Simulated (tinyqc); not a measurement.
Temperatures in a stack of 2 dies with leakage feedback: one step of the calculation.

One-dimensional heat flow to a sink below die 0. The power of each die is released in a plane at its top; from the plane of die j > 0 heat crosses its silicon (ts), a bond layer and the wiring of die j - 1; from die 0 it crosses t0, paste and sink. Copper shares the path through bond and wiring in parallel: k_eff = fm km + (1 - fm) k. Silicon is taken at the temperature of the plane above it. Leakage is P_l exp((T - 350 K)/Tl).

Question. Resistances per area at 300 K. R = thickness/conductivity for each layer.

Values chosen for this exercise; conductivities of the order met in silicon, wiring layers, bonds and pastes:
- k0 = 139 W/(m K) (conductivity of silicon at 300 K)
- ts = 30 um (thickness of a thinned die)
- t0 = 500 um (thickness of the die next to the sink)
- tb = 7 um (thickness of the wiring layers)
- kb = 2.7 W/(m K) (conductivity of the wiring layers)
- tg = 30 um (thickness of a bond layer)
- kg = 1 W/(m K) (conductivity of the bond dielectric)
- fm = 0 (area share of copper through bond and wiring)
- km = 390 W/(m K) (conductivity of copper)
- Rt = 0.23 K cm^2/W (paste and lid)
- Rs = 0.66 K cm^2/W (heat sink)

Wanted: thick die; thinned die; k_eff of the bond; k_eff of the wiring; bond plus wiring; paste plus sink.

Answer.

thick die = 0.03597 K cm^2/W
thinned die = 0.002158 K cm^2/W
k_eff of the bond = 1.000 W/(m K)
k_eff of the wiring = 2.700 W/(m K)
bond plus wiring = 0.3259 K cm^2/W
paste plus sink = 0.8900 K cm^2/W

Program tinyqc, `OMP_NUM_THREADS=1 python tinyqc.py 2162089 2162090 out.jsonl`; Intel Xeon 2.30GHz, shared host, one thread, about 0.03 s.
